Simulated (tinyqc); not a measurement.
Hubbard chain of 2 sites, step by step. Computed by tinyqc, a small Python program that keeps every step. Settings: hopping = 0.91, U = 4.4, mixing = 0.5, iteration cap = 86. Command: `OMP_NUM_THREADS=1 python tinyqc.py 31759 31760 out.jsonl` (the two numbers bound the seeds that draw the settings). One thread of a shared host (Intel(R) Xeon(R) Processor @ 2.60GHz), about 0.1 s of CPU time with the checks. Later iterations appear only in the table of the cycle.

## Mean-field iteration 1

one-body matrix (hopping and site energies) (eV):
```
          1         2
1   0.00000  -0.91000
2  -0.91000   0.00000
```

U = 4.40000 eV

electrons, up and down: 1  1

mixing = 0.50000

n(up) at the start (a guess, not normalised): 1 0.50000, 2 0.50000

n(down) at the start (a guess): 1 0.50000, 2 0.50000

H(up) = T + U n(down), H(down) = T + U n(up); fill the lowest levels; n(new) = n + mixing (n(out) - n); E = tr T (rho up + rho down) + U sum n_up n_down of the output.

levels, up (eV): 1.29000  3.11000

levels, down (eV): 1.29000  3.11000

energy = 0.38000 eV

n(up) after iteration 1: 1 0.50000, 2 0.50000

n(down) after iteration 1: 1 0.50000, 2 0.50000

## Convergence

Each step fills the lowest levels of T + U n(other spin) and sets n(new) = n + mixing (n(out) - n); stop when output and input agree to 1e-8.

Course of the cycle:

| iteration | E (eV) | largest \|n(out) - n(in)\| | mean \|n_up - n_down\| |
|---|---|---|---|
| 1 | 0.3800000 | 1.11e-16 | 0.00000 |

local moments n_up - n_down: 1 0.00000, 2 0.00000

Converged in 1 iterations. But random starts reach -0.37641 eV, so this is another stationary point, not the lowest one. Reruns (cap 100 unless said): mixing 0.2: converged in 1 to a higher stationary point (E = 0.38000); mixing 0.9: converged in 1 to a higher stationary point (E = 0.38000). Before convergence this energy mixes input and output and is not variational, so it may rise towards its limit.

## The many-body Hamiltonian

Basis: all placements (u, d, 2, 0 on each site), up operators ordered before down ones; hops carry the sign of the same-spin electrons passed.

H (eV), lower triangle:
```
          20        ud        du       02
20   4.40000
ud  -0.91000   0.00000
du  -0.91000   0.00000   0.00000
02   0.00000  -0.91000  -0.91000  4.40000
```

## Exact diagonalisation (4 states)

Lowest levels of the sector, and the double occupancy of the lowest state.

lowest levels (eV): -0.65524  0.00000  4.40000  5.05524

double occupancy per site = 0.05737

The mean-field solution above lies 1.0352 eV above the exact energy.
